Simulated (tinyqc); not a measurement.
# Worked calculation: MOS inversion layer, Poisson-Schroedinger loop

Program tinyqc, `OMP_NUM_THREADS=1 python tinyqc.py 2160136 2160137 out.jsonl`; Intel Xeon 2.30GHz, shared host, one thread, about 0.5 s. Printed values are rounded.

Electrons confined at an insulator interface at z = 0, treated as a hard wall; parabolic valleys, Hartree approximation, no image or exchange terms. The depletion charge lies far deeper than the electrons and gives a uniform field q Nd/(eps0 eps_r); the gate balances all charge. Energies are counted from the band edge at the interface.

Values chosen for this exercise; masses and permittivity close to those of In0.53Ga0.47As: temperature T = 400 K; relative permittivity eps_r = 14; mass along z of valley set A (1 valley(s)) mz1 = 0.0416 m0; in-plane density-of-states mass of set A md1 = 0.0404 m0; sheet density of electrons Ns = 1.6e12 cm^-2; sheet density of depletion charge Nd = 2.3e11 cm^-2; mesh step hz = 2.2 nm; mixing factor a = 0.5.

Constants: q = 1.602176634e-19 C, kB = 1.380649e-23 J/K, hbar = 1.054571817e-34 J s, m0 = 9.1093837015e-31 kg, Vt = kB T/q, eps0 = 8.8541878128e-14 F/cm where lengths are in cm, hbar^2/(2 m0) = 0.0380998212 eV nm^2. Results are converted to the units shown.

## Fixed part of the potential

```
node,z (nm)
1,2.2
2,4.4
3,6.6
4,8.8
5,11
6,13.2
7,15.4
8,17.6
9,19.8
10,22
11,24.2
12,26.4
13,28.6
14,30.8
15,33
16,35.2
17,37.4
```

V0 = q Nd z/(eps0 eps_r) in eV.

```
node,fixed potential V0 (eV)
1,0.006540
2,0.013080
3,0.019620
4,0.026160
5,0.032700
6,0.039241
7,0.045781
8,0.052321
9,0.058861
10,0.065401
11,0.071941
12,0.078481
13,0.085021
14,0.091561
15,0.098101
16,0.104642
17,0.111182
```

## Round 1: levels and probability densities

```
node,self-consistent potential U at the start (eV)
1,0
2,0
3,0
4,0
5,0
6,0
7,0
8,0
9,0
10,0
11,0
12,0
13,0
14,0
15,0
16,0
17,0
```

Tridiagonal Hamiltonian with psi = 0 one step beyond both ends: H_ii = C (1/m_(i-1/2) + 1/m_(i+1/2))/hz^2 + V0_i + U_i, H_(i,i+1) = -C/(m_(i+1/2) hz^2), C = hbar^2/(2 m0). The lowest 2 level(s) are kept, normalised to hz sum |psi|^2 = 1. The mass is the same on all intervals.

levels (eV): A1 0.0467507, A2 0.0816554

```
node,|psi|^2 of A1 (1/nm),|psi|^2 of A2 (1/nm)
1,0.0150604,0.0149102
2,0.0481204,0.0383154
3,0.0767144,0.0393795
4,0.0869499,0.0185194
5,0.0787846,0.0011437
6,0.0603478,0.0059594
7,0.0403529,0.0292101
8,0.0240476,0.0539263
9,0.0129573,0.0663225
10,0.0063796,0.0634134
11,0.0028930,0.0503903
12,0.0012153,0.0344516
13,0.0004744,0.0206300
14,0.0001718,0.0108590
15,0.0000568,0.0049332
16,0.0000161,0.0017953
17,0.0000029,0.0003862
```

## Round 1: Fermi level and occupations

Level k holds N_k = D_k Vt ln(1 + exp((EF - E_k)/Vt)) with D = md1 m0 q/(pi hbar^2) per eV (spin included); EF is fixed by sum N_k = Ns.

EF = 0.100427 eV
N_k (cm^-2): A1 1.01709e12, A2 5.82913e11

## Round 1: density, output potential and mixing

n_i = sum_k N_k |psi_k|^2 (converted to cm^-3). Hartree part by Gauss: on the interval before node i the electrons still beyond are S_i = Ns - hz sum_(j<i) n_j, and U_i = U_(i-1) + q S_i hz/(eps0 eps_r) in eV, U_0 = 0 at the interface. Mixing: U(new) = U + a (U(out) - U).

```
node,n (1e18 cm^-3),U(out) (eV),U after round 1 (eV)
1,0.24009,0.045496,0.022748
2,0.71277,0.089491,0.044745
3,1.00980,0.129026,0.064513
4,0.99231,0.162245,0.081122
5,0.80797,0.189255,0.094628
6,0.64853,0.211212,0.105606
7,0.58069,0.229111,0.114555
8,0.55893,0.243377,0.121689
9,0.51839,0.254148,0.127074
10,0.43453,0.261675,0.130837
11,0.32316,0.266484,0.133242
12,0.21318,0.269271,0.134635
13,0.12508,0.270724,0.135362
14,0.06505,0.271396,0.135698
15,0.02933,0.271660,0.135830
16,0.01063,0.271741,0.135870
17,0.00228,0.271755,0.135877
```

## Course of the self-consistent loop

Start from U = 0. Stop when the largest |U(out) - U| is below 1e-7 eV, or after 120 rounds.

Course of the iteration:
```
round,level A1 (eV),EF (eV),largest |U(out) - U| (eV)
1,0.0467507,0.100427,0.272
2,0.119832,0.186526,0.0577
3,0.143388,0.210526,0.0250
4,0.154042,0.221120,0.0115
5,0.159043,0.226045,5.38e-3
6,0.161430,0.228389,2.57e-3
7,0.162578,0.229516,1.24e-3
8,0.163133,0.230062,5.98e-4
9,0.163403,0.230327,2.90e-4
...,...,...,...
13,0.163646,0.230566,1.65e-5
14,0.163654,0.230573,8.15e-6
15,0.163657,0.230577,4.03e-6
16,0.163659,0.230579,2.00e-6
17,0.163660,0.230580,9.90e-7
18,0.163661,0.230580,4.91e-7
19,0.163661,0.230580,2.44e-7
20,0.163661,0.230581,1.21e-7
21,0.163661,0.230581,6.00e-8
```

Converged in 21 rounds. Towards the end the residual shrinks by a factor of about 0.50 a round.

## Converged levels, occupations and centroid

```
node,converged U (eV)
1,0.045496
2,0.085061
3,0.113538
4,0.132803
5,0.146308
6,0.156003
7,0.162716
8,0.167028
9,0.169568
10,0.170939
11,0.171620
12,0.171931
13,0.172061
14,0.172111
15,0.172128
16,0.172132
17,0.172133
```

Solve for the levels with V0 + U, find EF, n_i = sum_k N_k |psi_k|^2 (in cm^-3); share of each level N_k/Ns; centroid sum n z/sum n.

levels (eV): A1 0.163661, A2 0.231846
EF = 0.230581 eV
shares (%): A1 75.4602, A2 24.5398

```
node,n (1e18 cm^-3)
1,0.94815
2,1.77243
3,1.47253
4,0.92082
5,0.60906
6,0.47667
7,0.38364
8,0.28342
9,0.18684
10,0.11039
11,0.05904
12,0.02883
13,0.01291
14,0.00530
15,0.00195
16,0.00060
17,0.00012
```

centroid = 8.32359 nm

An 800-node mesh to 64 nm with 8 levels a set gives A1 = 0.1666 eV, EF = 0.2282 eV and a centroid of 9.820 nm; the levels kept above hold 89.1 % of the electrons there. The coarse centroid is 15 % below the fine one.

## Closed-form estimates

Triangular well: E_k = a_k (C F^2/mz)^(1/3), a_1 = 2.338107, a_2 = 4.087949, C = hbar^2/(2 m0), F in eV/nm. Fang-Howard (all electrons in the lowest level of set A): b^3 = 6 (mz1/C) q (Nd + 11 Ns/32)/(eps0 eps_r), centroid 3/b, level C b^2/(4 mz1) + (3/b) q (Nd + 11 Ns/16)/(eps0 eps_r). Use F = q (Nd + Ns)/(eps0 eps_r), the surface field, and F = q (Nd + Ns/2)/(eps0 eps_r).

A1 with the surface field = 0.187096 eV
A1 with Nd + Ns/2 = 0.127542 eV
A2 with Nd + Ns/2 = 0.222995 eV
b = 0.404219 1/nm
Fang-Howard centroid = 7.42172 nm
Fang-Howard level = 0.164993 eV

Against the self-consistent A1 = 0.1666 eV on a fine mesh, the surface-field estimate is 12 % above it, the half-charge one 23 % below it and Fang-Howard 0.96 % below it. A1 holds 70.6 % of the electrons, and the Fang-Howard centroid is 24 % below the full one.
